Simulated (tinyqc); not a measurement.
# Series resistance and length offset from two lengths at two overdrives

Question. In strong inversion R W = Rsd + k(x)(L - dL), k(x) = (1 + th1 x)/(mu0 Cox x), x the overdrive, Cox = eps0 eox/tox, with Rsd and dL independent of x. Find dL, Rsd, mu0 and th1.

Inputs (values chosen for the exercise): relative permittivity of the gate insulator (close to silicon nitride) eox = 7.36; insulator thickness tox = 4.5 nm.

Constants: eps0 = 8.8541878128e-14 F/cm where lengths are in cm. Results are converted to the units shown.

total resistance times width (ohm um):
```
                  L = 0.11 um  L = 0.62 um
overdrive 0.48 V   1123.46096   5750.04838
overdrive 1.16 V   607.543684   2704.15213
```

Solution. At each overdrive R W is a straight line in L; the two lines cross at L = dL, R W = Rsd. Their slopes give k x = (1 + th1 x)/(mu0 Cox), a straight line in x.

dL = 0.00600 um
Rsd = 180 ohm um
mu0 = 170 cm^2/(V s)
th1 = 0.150 1/V

Program tinyqc, `OMP_NUM_THREADS=1 python tinyqc.py 2210126 2210127 out.jsonl`; Intel Xeon 2.30GHz, shared host, one thread, about 0.01 s.
